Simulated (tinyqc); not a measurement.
Worked calculation: Hubbard ring of 5 sites. Computed by tinyqc, a small Python program that keeps every step. Settings: hopping = 1.64, U = 3.4, mixing = 1, iteration cap = 82. Command: `OMP_NUM_THREADS=1 python tinyqc.py 30548 30549 out.jsonl` (the two numbers bound the seeds that draw the settings). One thread of a shared host (Intel(R) Xeon(R) Processor @ 2.60GHz), about 0.2 s of CPU time with the checks. Later iterations appear only in the table of the cycle.

## Mean-field iteration 1

one-body matrix (hopping and site energies) (eV):
```
         1        2        3        4        5
1   0.5100  -1.6400   0.0000   0.0000  -1.6400
2  -1.6400  -0.1400  -1.6400   0.0000   0.0000
3   0.0000  -1.6400   0.5300  -1.6400   0.0000
4   0.0000   0.0000  -1.6400  -0.8000  -1.6400
5  -1.6400   0.0000   0.0000  -1.6400   0.6400
```

U = 3.4000 eV

electrons, up and down: 3  2

mixing = 1

n(up) at the start (a guess, not normalised): 1 1.0000, 2 0.1500, 3 1.0000, 4 0.1500, 5 1.0000

n(down) at the start (a guess): 1 0.0000, 2 0.8500, 3 0.0000, 4 0.8500, 5 0.0000

H(up) = T + U n(down), H(down) = T + U n(up); fill the lowest levels; n(new) = n + mixing (n(out) - n); E = tr T (rho up + rho down) + U sum n_up n_down of the output.

levels, up (eV): -2.1353  -0.3269  0.6738  3.8878  4.4206

levels, down (eV): -1.6704  -0.3558  2.7156  5.2066  6.0640

energy = -4.9930 eV

n(up) after iteration 1: 1 0.7513, 2 0.3529, 3 0.7469, 4 0.4357, 5 0.7131

n(down) after iteration 1: 1 0.1123, 2 0.8148, 3 0.1302, 4 0.8553, 5 0.0874

## Mean-field iteration 2

As before.

levels, up (eV): -1.8755  0.0406  0.8207  4.0567  4.4976

levels, down (eV): -1.3414  0.2735  1.9027  4.7916  5.3135

energy = -5.2043 eV

n(up) after iteration 2: 1 0.7149, 2 0.4081, 3 0.7117, 4 0.4752, 5 0.6901

n(down) after iteration 2: 1 0.1828, 2 0.7252, 3 0.1702, 4 0.7657, 5 0.1562

## Mean-field iteration 3

As before.

levels, up (eV): -1.8175  0.1809  0.7524  4.0518  4.3724

levels, down (eV): -1.2902  0.4007  1.8141  4.7690  5.2464

energy = -5.2519 eV

n(up) after iteration 3: 1 0.6720, 2 0.4646, 3 0.6810, 4 0.5352, 5 0.6472

n(down) after iteration 3: 1 0.2043, 2 0.6995, 3 0.1768, 4 0.7545, 5 0.1649

## Convergence

Each step fills the lowest levels of T + U n(other spin) and sets n(new) = n + mixing (n(out) - n); stop when output and input agree to 1e-8.

Course of the cycle:

| iteration | E (eV) | largest \|n(out) - n(in)\| | mean \|n_up - n_down\| |
|---|---|---|---|
| 1 | -4.993031 | 2.87e-01 | 0.5526 |
| 2 | -5.204259 | 8.96e-02 | 0.4430 |
| 3 | -5.251859 | 6.00e-02 | 0.3817 |
| 4 | -5.265106 | 2.85e-02 | 0.3525 |
| 5 | -5.269119 | 1.73e-02 | 0.3357 |
| 6 | -5.270510 | 1.13e-02 | 0.3268 |
| 7 | -5.271062 | 6.68e-03 | 0.3215 |
| 8 | -5.271315 | 5.34e-03 | 0.3183 |
| 9 | -5.271443 | 3.12e-03 | 0.3163 |
| 10 | -5.271513 | 2.79e-03 | 0.3150 |
| 11 | -5.271553 | 1.64e-03 | 0.3141 |
| ... | ... | ... | ... |
| 47 | -5.271608 | 1.22e-07 | 0.3115 |
| 48 | -5.271608 | 1.22e-07 | 0.3115 |
| 49 | -5.271608 | 7.24e-08 | 0.3115 |
| 50 | -5.271608 | 7.26e-08 | 0.3115 |
| 51 | -5.271608 | 4.30e-08 | 0.3115 |
| 52 | -5.271608 | 4.31e-08 | 0.3115 |
| 53 | -5.271608 | 2.55e-08 | 0.3115 |
| 54 | -5.271608 | 2.55e-08 | 0.3115 |
| 55 | -5.271608 | 1.51e-08 | 0.3115 |
| 56 | -5.271608 | 1.52e-08 | 0.3115 |
| 57 | -5.271608 | 8.97e-09 | 0.3115 |

local moments n_up - n_down: 1 0.3470, 2 -0.1046, 3 0.4820, 4 -0.1742, 5 0.4497

Converged in 57 iterations. Before convergence this energy mixes input and output and is not variational, so it may rise towards its limit.

## Exact diagonalisation (100 states)

Lowest levels of the sector, and the double occupancy of the lowest state.

lowest levels (eV): -5.7450  -5.4110  -3.6205  -3.0713  -2.9718  -2.1599

double occupancy per site = 0.1735

The mean-field solution above lies 0.4734 eV above the exact energy.

## The lowest level by Lanczos steps

From a random start vector (not printed): a_j = <q_j|H|q_j>, b_j = norm of the remainder after orthogonalising; the Ritz value is the lowest eigenvalue of the tridiagonal matrix of a and b so far.

Lanczos:

| j | a_j (eV) | b_j (eV) | lowest Ritz value (eV) |
|---|---|---|---|
| 1 | 2.2663 | 5.4796 | 2.266255 |
| 2 | 4.2063 | 5.5963 | -2.328501 |
| 3 | 4.3601 | 6.2270 | -4.151616 |
| 4 | 5.8681 | 5.7185 | -5.120487 |
| 5 | 5.7530 | 4.8115 | -5.527885 |
| 6 | 4.4504 | 5.2391 | -5.664379 |
| 7 | 6.1657 | 4.9569 | -5.719892 |
| 8 | 6.6610 | 5.1073 | -5.736416 |
| 9 | 5.9396 | 4.5105 | -5.741416 |
| 10 | 4.6127 | 4.9329 | -5.742815 |
